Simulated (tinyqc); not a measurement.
Isotype n-N heterojunction, non-linear Poisson equation by Newton steps, Boltzmann statistics: one step of the calculation.

One dimension, material 1 (n-type) at x < 0 and material 2 (n-type) at x > 0. Band edges: Ec = -psi in material 1 and -psi + dEc in material 2, Ev = Ec - Eg. Equilibrium, Fermi level at 0. n = Nc F((EFn - Ec)/Vt), p = Nv F((Ev - EFp)/Vt), with F(eta) = exp(eta) (Boltzmann statistics); full ionisation, no interface charge, classical densities; the doping types are chosen for the exercise.

Problem. Offsets and end potentials. dEv = Ev1 - Ev2 = Eg2 - Eg1 - dEc. Neutrality of the majority carriers far from the junction: Nc1 F(psi_L/Vt) = N1 and Nc2 F((V + psi_R - dEc)/Vt) = N2. Total bending psi_R - psi_L.

Parameters, values chosen for the exercise; band and dielectric values close to those of CdTe and CdS:
```
symbol,value,unit,meaning
T,300,K,temperature
Eg1,1.52,eV,band gap of material 1
Nc1,7.9e17,cm^-3,conduction-band density of states of material 1
Eg2,2.42,eV,band gap of material 2
Nc2,2.19e18,cm^-3,conduction-band density of states of material 2
dEc,-0.12,eV,conduction-band offset Ec2 - Ec1
N1,1e16,cm^-3,donor density of material 1
N2,1.1e16,cm^-3,donor density of material 2
V,0,V,bias of side 1 against side 2
```

Constants: q = 1.602176634e-19 C, kB = 1.380649e-23 J/K, Vt = kB T/q. Results are converted to the units shown.

Find: dEv; psi_L; psi_R; psi_R - psi_L.

Solution.

dEv = 1.020 eV
psi_L = -0.1130 V
psi_R = -0.2569 V
psi_R - psi_L = -0.1439 V

The alignment is staggered (type II): dEc and dEv have opposite signs.

Computed by the program tinyqc: `OMP_NUM_THREADS=1 python tinyqc.py 2040170 2040171 out.jsonl`, one thread of a shared Intel Xeon 2.30GHz, about 0.03 s for the whole run.
